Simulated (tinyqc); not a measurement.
On-chip interconnect, size-dependent resistivity and RC delay: two metals against line width.

A rectangular line between two neighbours and two ground planes. Surface and grain-boundary scattering are added to the bulk resistivity as corrections; capacitances are parallel-plate values without fringing; inductance is ignored.

Metal width x = wd - 2 tl, height y = AR wd - tl; grain boundaries (Mayadas-Shatzkes): al = (lam/(gr x)) Rg/(1 - Rg), g = 1/[1 - 3 al/2 + 3 al^2 - 3 al^3 ln(1 + 1/al)] - 1; surfaces (Fuchs-Sondheimer, thick limit): s = (3/8) lam (1 - ps)(1/x + 1/y); rho = rho0 (1 + g + s); r = rho/(x y). The second metal has rho2, lam2 and tl2 in place of rho0, lam and tl; ps, Rg, gr and AR are shared.

Values chosen for this exercise; metal values close to those of copper:
```
symbol  value     unit                                                  meaning
rho0     1.67  uohm cm                                         bulk resistivity
lam        40       nm                                      bulk mean free path
ps        0.5                              specular share of surface scattering
Rg       0.52                        reflection coefficient of grain boundaries
gr          1                                   grain size over the metal width
AR        2.5                                   aspect ratio, height over width
tl        1.2       nm       liner on both walls and the bottom, not conducting
sp        190       nm                          space to the neighbouring lines
hd        170       nm          dielectric height to the planes above and below
ek        2.5                           relative permittivity of the dielectric
Mf          0                                   Miller factor of the neighbours
rho2     5.09  uohm cm  bulk resistivity of the second metal (close to iridium)
lam2     6.91       nm                       mean free path of the second metal
tl2       0.3       nm                                liner of the second metal
```

Constants: eps0 = 8.8541878128e-12 F/m. Results are converted to the units shown.

Two metals against line width:

| wd (nm) | rho, first (uohm cm) | rho, second (uohm cm) | r, first (ohm/um) | r, second (ohm/um) | ratio second/first |
|---|---|---|---|---|---|
| 5 | 44.81 | 18.94 | 1.525e4 | 3528 | 0.2313 |
| 6.5 | 29.20 | 15.47 | 4732 | 1644 | 0.3475 |
| 8 | 21.91 | 13.41 | 2081 | 919.8 | 0.4420 |
| 10 | 16.64 | 11.67 | 920.1 | 502.7 | 0.5464 |
| 13 | 12.45 | 10.11 | 375.3 | 253.2 | 0.6747 |
| 17 | 9.535 | 8.912 | 158.1 | 128.8 | 0.8143 |
| 22 | 7.555 | 8.037 | 71.65 | 68.66 | 0.9583 |
| 30 | 5.874 | 7.251 | 28.84 | 33.02 | 1.145 |
| 45 | 4.416 | 6.534 | 9.314 | 13.12 | 1.408 |
| 70 | 3.418 | 6.022 | 2.909 | 4.967 | 1.707 |
| 120 | 2.688 | 5.636 | 0.7649 | 1.575 | 2.059 |

What does the comparison show?

The resistivity of the first metal falls from 44.8 to 2.69 uohm cm and that of the second goes from 18.9 to 5.64 uohm cm as the line widens. The products rho0 lam, which set the size effect, are 66.8 and 35.2 uohm cm nm. The two resistances cross at wd = 23.6 nm: below it the second metal gives the lower line resistance. For widths well under the mean free path the thick-limit surface term is only a guide.

tinyqc, about 0.01 s, one thread, Intel Xeon 2.30GHz (shared host): `OMP_NUM_THREADS=1 python tinyqc.py 2100018 2100019 out.jsonl`
